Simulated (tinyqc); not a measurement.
# Worked calculation: surface potential of a MOS transistor: implicit equation and explicit approximations

Computed by the program tinyqc: `OMP_NUM_THREADS=1 python tinyqc.py 2122177 2122178 out.jsonl`, one thread of a shared Intel Xeon 2.30GHz, about 0.01 s for the whole run. Printed values are rounded.

p-type body, charge-sheet picture, depletion and inversion only, full ionisation (an idealisation for deep acceptors), Boltzmann statistics (rough once Na exp(x - xn) passes about Nc/7). In units of Vt: xg = (Vg - Vfb)/Vt, x = psi/Vt, G = gamma/sqrt(Vt), xn = (2 phiF + Vc)/Vt. The implicit equation is (xg - x)^2 = G^2 [x - 1 + exp(x - xn)] for x above about 3. Cox = eps0 eox/tox.

Parameters, values chosen for the exercise; band and dielectric values close to those of silicon: temperature T = 300 K; band gap Eg = 1.14 eV; relative permittivity eps_r = 11.8; conduction-band density of states at T Nc = 2.76e19 cm^-3; valence-band density of states at T Nv = 2.69e19 cm^-3; relative permittivity of the gate insulator (close to silicon dioxide) eox = 3.9; insulator thickness tox = 23 nm; acceptor density Na = 3.5e16 cm^-3; flat-band voltage Vfb = -0.95 V; channel-body voltage Vc = 1 V; gate-body voltage Vg = 2.52 V.

Constants: q = 1.602176634e-19 C, kB = 1.380649e-23 J/K, Vt = kB T/q, eps0 = 8.8541878128e-14 F/cm where lengths are in cm. Results are converted to the units shown.

## Scales

ni = sqrt(Nc Nv) exp(-Eg/(2 Vt)), Eg in volts; phiF = Vt ln(Na/ni); gamma = sqrt(2 q eps0 eps_r Na)/Cox; VT = Vfb + Vt (xn + G sqrt(xn - 1)).

phiF = 0.397893 V
gamma = 0.720998 V^0.5
G = 4.48422
xn = 69.4641
VT = 1.80499 V
xg = 134.226

## Explicit approximation

Depletion value a = 1 + [sqrt(G^2/4 + xg - 1) - G/2]^2; inversion value b = xn + ln[(xg - xn)^2/G^2 - xn + 1] and first guess y = min(a, b) - ln(1 + exp(-|a - b|)) if a > xn + 1, else b = y = a; one second-order correction with D = exp(y - xn), p = 2 (xg - y) + G^2 (1 + D), w = (xg - y)^2 - G^2 (y - 1 + D): z = y + 2 w/(p + sqrt(p^2 - 2 (2 - G^2 D) w)), or the Newton step z = y + w/p where the root is not real.

a = 91.5538
b = 74.4066
y = 74.4066
p = 2957.10
w = -715.113
z = 74.1277

The root of the implicit equation is x = 74.1319; y misses it by 0.27 and z by -0.0042, in units of Vt.

## Starting value

x = y rounded to two decimals.

x at the start = 74.41

## Iteration 1: new x

D = exp(x - xn), f = (xg - x)^2 - G^2 (x - 1 + D), f' = -2 (xg - x) - G^2 (1 + D), x(new) = x - f/f'.

D = 140.592
f = -725.294
f' = -2966.79
x after iteration 1 = 74.1655

## Iteration 2: new x

As before.

D = 110.100
f = -77.9376
f' = -2354.15
x after iteration 2 = 74.1324

## Course of the iteration

Stop when the step is below 1e-11, or after 60 iterations.

Course of the iteration:

| iteration | x before the step | step |
|---|---|---|
| 1 | 74.41 | -0.244 |
| 2 | 74.1655 | -0.0331 |
| 3 | 74.1324 | -5.25e-4 |
| 4 | 74.1319 | -1.29e-7 |
| 5 | 74.1319 | < 1e-13 |

Converged in 5 iterations.

## Potential, charges and gate control

converged x = 74.1319

psi = Vt x; N_dep = Cox Vt G sqrt(x - 1)/q; N_inv = (Cox Vt G/q) [sqrt(x - 1 + exp(x - xn)) - sqrt(x - 1)]; dpsi/dVg = 1/[1 + G^2 (1 + exp(x - xn))/(2 (xg - x))].

psi = 1.91646 V
N_dep = 9.28987e11 cm^-2
N_inv = 5.2680e11 cm^-2
dpsi/dVg = 0.0526908

psi lies 4.7 Vt above 2 phiF + Vc.
